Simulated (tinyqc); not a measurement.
# An infinitely deep well in a field (quantum-confined Stark shift), Airy functions: effects of single changes

Hard walls at x = -L/2 and +L/2; between them U(x) = -F x (eV, zero at the centre). C = hbar^2/(2 m0), e = (C F^2/m1)^(1/3), z1 = (F L/2 - E)/e at the left wall and z2 = (-F L/2 - E)/e at the right wall. Levels are the roots of D(E) = Ai(z1) Bi(z2) - Ai(z2) Bi(z1).

Parameters, values chosen for the exercise: mass m1 = 0.041 m0; well width L = 9.4 nm; field F = 0.02 V/nm.

Constants: q = 1.602176634e-19 C, hbar = 1.054571817e-34 J s, m0 = 9.1093837015e-31 kg, hbar^2/(2 m0) = 0.0380998212 eV nm^2. Results are converted to the units shown.

Each table varies one quantity; the others keep the values above.

## The Stark shift against field

Exact shifts E_n(F) - E_n(0) from the roots of D; <x> = -dE_1/dF. E_n(0) = C (n pi/L)^2/m1; second-order shift m1 F^2 L^4 (1 - 15/(pi n)^2)/(48 C pi^2 n^2).

The Stark shift against field:
```
F (V/nm),F L/E_1(0),shift of level 1 (meV),"second order, 1 (meV)",shift of level 2 (meV),"second order, 2 (meV)",<x> of level 1 (nm)
0.011,0.9962,-1.113,-1.115,0.3305,0.3326,0.2020
0.02,1.811,-3.664,-3.688,1.077,1.100,0.3641
0.034,3.079,-10.47,-10.66,2.994,3.178,0.6049
0.06,5.434,-31.49,-33.19,8.261,9.897,0.9995
0.1,9.056,-81.23,-92.19,17.07,27.49,1.460
0.18,16.30,-222.4,-298.7,19.33,89.07,2.008
```

What does the comparison show?

The shift of level 1 falls from -1.11 to -222 meV, as F^(1.99) between the first two rows and F^(1.71) between the last two (second order: power 2). Second order is 0.20 % above it in size in the first row and 34 % above it in the last. The shift of level 2 rises from 0.331 to 19.3 meV.

## The Stark shift against well width

Same model as above.

The Stark shift against well width:
```
L (nm),F L/E_1(0),shift of level 1 (meV),"second order, 1 (meV)",shift of level 2 (meV),"second order, 2 (meV)",<x> of level 1 (nm)
3.9,0.1294,-0.1093,-0.1093,0.03258,0.03258,0.01093
5.1,0.2893,-0.3195,-0.3195,0.09523,0.09528,0.03194
6.4,0.5717,-0.7919,-0.7924,0.2358,0.2363,0.07914
7.7,0.9956,-1.657,-1.660,0.4920,0.4951,0.1654
8.9,1.537,-2.950,-2.963,0.8705,0.8837,0.2936
10.2,2.314,-5.060,-5.112,1.474,1.525,0.5008
11.5,3.317,-8.090,-8.261,2.299,2.463,0.7928
12.7,4.467,-11.84,-12.29,3.238,3.664,1.144
```

The shift of level 1 falls from -0.109 to -11.8 meV, as L^(4.00) between the first two rows and L^(3.84) between the last two (second order: power 4). Second order is within 0.01 % of it in size in the first row and 3.7 % above it in the last. The shift of level 2 rises from 0.0326 to 3.24 meV.

Numbers from tinyqc (`OMP_NUM_THREADS=1 python tinyqc.py 2580132 2580133 out.jsonl`; about 0.03 s on one thread of a shared Intel Xeon 2.30GHz).
